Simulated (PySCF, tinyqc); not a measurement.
RHF in the sto-3g basis, for Be, spin multiplicity 1, step by step. This run ends on a higher stationary point, not on the lowest solution. The lowest restricted solution is unstable here: a spin-polarised one lies 0.0012 hartree lower (PySCF). Computed by tinyqc, a small Python program that keeps every step (integrals from PySCF). Settings: charge = 0, multiplicity = 1, basis = sto-3g, energy threshold = 1e-08, iteration cap = 73, orthogonalisation = symmetric, start = Wolfsberg-Helmholz matrix, DIIS depth = 4, method = RHF. Command: `OMP_NUM_THREADS=1 python tinyqc.py 22107 22108 out.jsonl` (the two numbers bound the seeds that draw the settings). One thread of a shared host (Intel(R) Xeon(R) Processor @ 2.60GHz), about 0.05 s of CPU time with the checks.

Geometry (angstrom):
```
atom,x,y,z
Be,0.000000,0.000000,0.000000
```

Stop when the energy changes by less than 1e-08 hartree and every element of the error matrix X^T (F D S - S D F) X is below 3e-05.

Course of the cycle:
```
iteration,E (hartree),change,largest element of the error matrix
1,-14.01246367,-,4.33e-02
2,-14.01268989,-2.26e-04,4.11e-03
3,-14.01269195,-2.06e-06,1.56e-06
4,-14.01269195,-2.34e-13,6.97e-07
```

Can the last value be used, and what does the course show?

No, though the log alone does not show it. Converged in 4 iterations. But the solution lies 0.33919 hartree above the reference: it is another stationary point, not the lowest restricted one. Reruns (cap 100 unless said): DIIS 8: converged in 4 to a higher stationary point; damping 0.5: converged in 16 to a higher stationary point; level shift 0.5: converged in 6 to a higher stationary point; atomic densities as start, DIIS 8: converged in 3. PySCF RHF in the same basis = -14.35188048 hartree.
